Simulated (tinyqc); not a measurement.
# Floating body of a partially depleted SOI transistor: body voltage and kink, step by step

tinyqc, about 0.2 s, one thread, Intel Xeon 2.30GHz (shared host): `OMP_NUM_THREADS=1 python tinyqc.py 2182062 2182063 out.jsonl` Printed values are rounded.

Source at 0 V. Channel current Ic = 2 nf K Vt^2 [F(0) - F(Vd)](1 + la Vd), F(V) = ln^2(1 + exp((Vg - VT - nf V)/(2 nf Vt))), VT = VT0 - gb Vb. Saturation voltage Vs = 2 Vt sqrt(F(0)) + 3 Vt, excess Ve = (Vd - Vs + sqrt((Vd - Vs)^2 + 0.0004 V^2))/2, multiplication M1 = Ai Ve exp(-Bl/Ve). Each junction passes D(v) = J1 (exp(v/Vt) - 1) + J2 (exp(v/(2 Vt)) - 1). Bipolar current Ib = bb J1 (exp(Vb/Vt) - 1). The body settles where M1 (Ic + Ib) = D(Vb) + D(Vb - Vd) + Vb/Rb; drain current Id = (1 + M1)(Ic + Ib) - D(Vb - Vd).

Values chosen for this exercise; values of the order met in partially depleted silicon-on-insulator transistors: temperature T = 300 K; threshold at zero body voltage VT0 = 0.47 V; fall of the threshold per volt of body voltage gb = 0.13; slope factor nf = 1.17; gain factor per width K = 150 uA/(V^2 um); channel-length modulation factor la = 0.08 1/V; impact-ionisation prefactor Ai = 2.3 1/V; impact-ionisation voltage Bl = 7.9 V; diffusion saturation current of each junction J1 = 5.2e-13 uA/um; recombination saturation current of each junction J2 = 2.4e-8 uA/um; gain of the lateral bipolar transistor on the diffusion current bb = 0; resistance of a weak body tie to the source (1e9 stands for no tie, and the term is then dropped) Rb = 1e9 kohm um; gate voltage Vg = 0.77 V; drain voltage Vd = 1.6 V.

Constants: q = 1.602176634e-19 C, kB = 1.380649e-23 J/K, Vt = kB T/q. Results are converted to the units shown.

Range of the model: The multiplication law is an empirical form chosen for the exercise; self-heating and capacitive coupling to the body are left out, and the linear laws are rough once Vb passes about 0.7 V or M1 about 0.1.

## Starting value

Vb = 0.56 V.

Vb at the start = 0.56 V

## Iteration 1: new Vb

Current into the body I_in = M1 (Ic + Ib) - D(Vb - Vd), current out I_out = D(Vb) + Vb/Rb; f = ln(I_in/I_out), s = df/dVb by central differences over 1e-5 V, Vb(new) = Vb - f/s.

Ic = 10.0562 uA/um
Ve = 1.20379 V
M1 = 0.00390988
I_in = 0.0393185 uA/um
I_out = 0.00254257 uA/um
f = 2.73852
s = -29.4528 1/V
Vb after iteration 1 = 0.652980 V

## Iteration 2: new Vb

As before.

Ic = 10.7173 uA/um
Ve = 1.19348 V
M1 = 0.00366273
I_in = 0.0392547 uA/um
I_out = 0.0558105 uA/um
f = -0.351889
s = -36.1761 1/V
Vb after iteration 2 = 0.643253 V

## Iteration 3: new Vb

As before.

Ic = 10.6472 uA/um
Ve = 1.19455 V
M1 = 0.00368802
I_in = 0.0392670 uA/um
I_out = 0.0393508 uA/um
f = -0.00213028
s = -35.7281 1/V
Vb after iteration 3 = 0.643193 V

## Course of the iteration

Stop when the step is below 1e-10 V, or after 40 iterations.

Course of the iteration:
```
iteration  Vb before the step (V)  step (V)
1                            0.56    0.0930
2                        0.652980  -9.73e-3
3                        0.643253  -5.96e-5
4                        0.643193  -2.45e-9
5                        0.643193         0
```

Converged in 5 iterations.

## Drain current with floating and with grounded body

converged Vb = 0.643193 V

Id and VT at the converged Vb, Id at Vb = 0, their ratio, and the bipolar share Ib/(Ic + Ib).

VT = 0.386385 V
Id, floating = 10.6860 uA/um
Id, grounded = 6.56306 uA/um
ratio = 1.62821
bipolar share = 0.00000 %

The body rises to 0.643 V and lowers the threshold by 83.6 mV.
